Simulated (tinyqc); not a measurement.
Thermionic-field emission through a Schottky barrier, WKB: one step of the calculation.

Metal on an n-type semiconductor with one parabolic valley; V > 0 is forward bias (metal positive). Energies E are counted from the conduction edge of the neutral semiconductor, whose Fermi level lies at -xi; that of the metal lies at -xi - V. The barrier is a parabola of height Vd = phi - xi - V (depletion approximation, no image force).

Question. Current density on a coarse grid. For E < Vd, ln T(E) = -(Vd/E00) [sqrt(1 - y) - y ln((1 + sqrt(1 - y))/sqrt(y))], y = E/Vd; T(E) = 1 above. J = A* T (q/kB) int_0^infinity T(E) N(E) dE, N = ln[(1 + exp((-xi - E)/Vt))/(1 + exp((-xi - V - E)/Vt))], A* = 4 pi q me m0 kB^2/h^3 (times 1e-4 for A/(cm^2 K^2)). Simpson's rule on nE equally spaced points from 0 to Eb.

Parameters, values chosen for the exercise; band and dielectric values close to those of gallium nitride:
- T = 300 K (temperature)
- me = 0.201 m0 (electron mass)
- V = 0.4 V (bias)
- nE = 11 (points of the energy grid)
- Eb = 0.62 eV (upper end of the energy grid)

Constants: q = 1.602176634e-19 C, kB = 1.380649e-23 J/K, h = 6.62607015e-34 J s, m0 = 9.1093837015e-31 kg, Vt = kB T/q. Results are converted to the units shown.

xi = 0.047612177 eV
Vd = 0.46238782 V
E00 = 7.8759836 meV

Give: E; T(E); N; T(E) N; J.

Answer.

E, point 0 to 10 (eV): [0.0000, 0.0620, 0.1240, 0.1860, 0.2480, 0.3100, 0.3720, 0.4340, 0.4960, 0.5580, 0.6200]
T(E), point 0 to 10: [3.186e-26, 9.069e-19, 8.210e-14, 6.789e-10, 1.001e-6, 3.429e-4, 0.02938, 0.5472, 1.000, 1.000, 1.000]
N, point 0 to 10: [0.1472, 0.01430, 0.001308, 1.190e-4, 1.081e-5, 9.826e-7, 8.929e-8, 8.115e-9, 7.374e-10, 6.701e-11, 6.090e-12]
T(E) N, point 0 to 10: [4.688e-27, 1.297e-20, 1.074e-16, 8.077e-14, 1.082e-11, 3.369e-10, 2.624e-9, 4.441e-9, 7.374e-10, 6.701e-11, 6.090e-12]
J = 0.04541 A/cm^2

The integrand peaks at E = 0.434 eV among these points, 0.94 of the barrier height.

Range of the model: The depletion approximation, a parabolic band and the neglect of image-force lowering make these currents estimates at high doping.

tinyqc, about 0.01 s, one thread, Intel Xeon 2.30GHz (shared host): `OMP_NUM_THREADS=1 python tinyqc.py 2640044 2640045 out.jsonl`
